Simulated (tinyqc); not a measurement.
Polycrystalline film, grain-boundary barriers (Seto model): one step of the calculation.

One-dimensional grains of size Lg with donors N; each boundary has Qt acceptor-like traps per area at one level Et below the band edge. Trapped electrons qt deplete a width w = qt/N (both sides together) and raise a barrier Vb = q N w^2/(8 eps0 eps_r). Current crosses the barriers by thermionic emission at small bias. Abrupt depletion, full ionisation, Boltzmann statistics.

Problem. Critical doping and limits of the barrier. N* = Qt/Lg; fully depleted grains have Vb = q N Lg^2/(8 eps0 eps_r), filled traps Vb = q Qt^2/(8 eps0 eps_r N); the true barrier cannot exceed the smaller.

Parameters, values chosen for the exercise; values close to those of polycrystalline silicon: relative permittivity of the semiconductor eps_r = 11.7; grain size Lg = 30 nm; trap density at a boundary Qt = 3.4e12 cm^-2; donor density N = 8.8e17 cm^-3.

Constants: q = 1.602176634e-19 C, eps0 = 8.8541878128e-14 F/cm where lengths are in cm. Results are converted to the units shown.

Find: N*; Vb, fully depleted; Vb, traps filled.

Solution.

N* = 1.133e18 cm^-3
Vb, fully depleted = 0.1531 V
Vb, traps filled = 0.2540 V

Computed by the program tinyqc: `OMP_NUM_THREADS=1 python tinyqc.py 2610103 2610104 out.jsonl`, one thread of a shared Intel Xeon 2.30GHz, about 0.01 s for the whole run.
